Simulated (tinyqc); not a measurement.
Phonon transmission through an interface between two chains by Green functions: one step, computed by the program tinyqc. Command: `OMP_NUM_THREADS=1 python tinyqc.py 3002932 3002933 out.jsonl agf walk`. One thread of a shared host (Intel(R) Xeon(R) Processor @ 2.30GHz), about 0.01 s of CPU time with the checks.

Two semi-infinite chains (masses m_1, m_2; springs k_1, k_2), motion along the chain. The central region holds the end atom of each chain, joined by springs k_b. lambda = omega^2 in eV/(angstrom^2 u); nu = 15.6333042 THz x sqrt(lambda).

Problem. Band tops and impedances. nu_max = 15.6333042 THz x 2 sqrt(k/m); impedance Z = sqrt(k m); long-wave transmission 4 Z_1 Z_2/(Z_1 + Z_2)^2; the probe frequency is the given share of the lower band top.

Inputs (values chosen for the exercise, for two model chains):
```
quantity                          value           unit
mass m_1                           49.7              u
spring k_1                         11.7  eV/angstrom^2
mass m_2                           41.9              u
spring k_2                         5.58  eV/angstrom^2
probe frequency / lower band top   0.91              -
```

Atoms in the interlayer: none.

Constants: nu for 1 eV/(angstrom^2 u) = 15.6333042 THz.

Give: band top of chain 1; band top of chain 2; Z_1; Z_2; long-wave transmission; probe frequency.

Solution.

band top of chain 1 = 15.17 THz

band top of chain 2 = 11.41 THz

Z_1 = 24.11 sqrt(eV u)/angstrom

Z_2 = 15.29 sqrt(eV u)/angstrom

long-wave transmission = 0.9499

probe frequency = 10.38 THz
